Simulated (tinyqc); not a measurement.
Comparisons within one model: conductance of a narrow metal strip with scatterers (square lattice, Green functions). A value that a table varies takes the place of the one given here.

A strip of W sites across with hard walls, site energy 0 and hopping -t. Mode n = 1 to W has profile chi_n(j) = sqrt(2/(W + 1)) sin(n j pi/(W + 1)) and energy en = -2t cos(n pi/(W + 1)); E = en - 2t cos(kn a). With z_n = exp(i kn a) (Im k > 0 for closed modes, |z| < 1) each lead gives the self-energy -t z_n in mode n. One column carries the site energies v, here a uniform barrier across the strip, as of a grain boundary. In the mode basis V_nm = sum_j chi_n(j) v_j chi_m(j), G = (E - en + 2 t z_n - V)^-1, and t_nm = 2t sqrt(sin(kn a) sin(km a)) G_nm in size for open modes. T = sum |t_nm|^2, conductance (2e^2/h) T.

Constants: e^2/h = 3.874045865e-05 S.

Values chosen for the exercise (hopping and spacing of the size met in Cu or Al; the lattice is a model; the results hold for these values, not for the real material):
- t = 1.4 eV (hopping)
- W = 4 (sites across)
- v = (1.9, 1.9, 1.9, 1.9) eV (site energies in the scattering column)
- a = 2.51 angstrom (spacing)
- E = 0.07 eV (Fermi energy)

## Conductance steps with and without the scatterer

E is varied across the lower half of the band.

Against energy:
```
E/t,E (eV),open modes,T,reflected
-3.30,-4.620,1,0.3887,0.6113
-2.95,-4.130,1,0.5472,0.4528
-2.65,-3.710,1,0.6144,0.3856
-2.30,-3.220,2,1.0461,0.9539
-1.95,-2.730,2,1.2259,0.7741
-1.65,-2.310,2,1.2991,0.7009
-1.30,-1.820,3,1.4851,1.5149
-0.95,-1.330,3,1.7929,1.2071
-0.65,-0.910,3,1.8741,1.1259
-0.30,-0.420,4,2.0105,1.9895
0.05,0.070,4,2.1785,1.8215
```

The clean strip goes from 1 to 4 open modes. The reflected flux ranges from 0.386 (E/t = -2.65) to 1.990 (E/t = -0.3). A uniform barrier reflects each mode by v^2/(v^2 + (2t sin(kn a))^2), most the slow ones just above their thresholds.

## The same scatterer in wider strips

Width (W + 1) a; the strength is the entry of v largest in size. The barrier spans the width. Added resistance (1/T - 1/M)/(2 e^2/h), M the number of open modes.

Against width:
```
W,width (angstrom),M,T,T/M,added resistance (ohm)
3,10.0,3,1.7238,0.5746,3185.0
4,12.6,4,2.1785,0.5446,2697.9
5,15.1,5,2.6208,0.5242,2343.2
6,17.6,6,3.0586,0.5098,2068.7
8,22.6,8,3.9302,0.4913,1670.6
10,27.6,10,4.8007,0.4801,1397.8
14,37.6,13,6.5555,0.5043,976.0
20,52.7,19,9.2173,0.4851,720.9
```

The added resistance is 3185 ohm at W = 3 and 720.9 at W = 20; from W = 10 to 20 it changes by a factor 0.52, where 1/M gives 0.53 and 1/M^2 gives 0.28. A barrier across the strip keeps T/M near a constant (0.48 to 0.50 for W of 8 and more), so its resistance goes as 1/width on average, with steps as modes open: resistance times width runs from 36.7 to 38.6 kohm angstrom there.

## What each change does

Open modes M, T and the added resistance (1/T - 1/M)/(2 e^2/h). Each row changes one parameter from the base and keeps the others.

Results:
```
case,M,T,added resistance (ohm)
base,4,2.1785,2698
t = 1.456 eV,4,2.2519,2505
E = 0.18 eV,4,2.1545,2764
"v = (2.47, 2.47, 2.47, 2.47) eV",4,1.6870,4424
```

The largest shifts from the base row, up to three for each result and ties (the steps differ in size, so this ranks the rows, not the parameters). M: unchanged at the printed digits by t, E and v. T: v -0.4915, t +0.0734, E -0.0240. added resistance (ohm): v +1726, t -193, E +66.

(tinyqc, `OMP_NUM_THREADS=1 python tinyqc.py 1452426 1452427 out.jsonl`, Intel(R) Xeon(R) Processor @ 2.30GHz, 1 thread, shared host, about 0.01 s.)
